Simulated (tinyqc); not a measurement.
CMOS latch-up, two-transistor model: one step of the calculation.

A parasitic pnp (emitter at Vdd, base shunted by Rw) and npn (emitter at ground, base shunted by Rs) feed each other: the npn collector current flows out of the pnp base node, the pnp collector current into the npn base node. Forward-active transistors with constant gains: Icn = Isn exp(Vn/Vt), Icp = Isp (exp(Vp/Vt) - 1). A current Ii is injected into the npn base node.

Problem. Response to the injected current, once round the loop per iteration. Icn = Isn exp(Vn/Vt); Vp solves Vp/Rw + Icp/bp = Icn; Vn(new) solves Vn/Rs + (Isn/bn) exp(Vn/Vt) = Icp + Ii.

Values chosen for this exercise; values close to those of bulk CMOS: temperature T = 300 K; current gain of the npn bn = 18.5; current gain of the pnp bp = 1; saturation current of the npn at T Isn = 3.2e-16 A; saturation current of the pnp at T Isp = 2.1e-16 A; substrate resistance shunting the npn Rs = 100 ohm; well resistance shunting the pnp Rw = 1000 ohm; current injected into the substrate Ii = 6.15 mA.

Constants: q = 1.602176634e-19 C, kB = 1.380649e-23 J/K, Vt = kB T/q. Results are converted to the units shown.

Vn at the start = 0.58 V

Wanted: Icn; Vp; Icp; Vn after iteration 1.

Solution.

Icn = 0.0017731 mA
Vp = 0.0017731 V
Icp = 1.4908e-14 mA
Vn after iteration 1 = 0.61496 V

Program tinyqc, `OMP_NUM_THREADS=1 python tinyqc.py 2670132 2670133 out.jsonl`; Intel Xeon 2.30GHz, shared host, one thread, about 0.07 s.
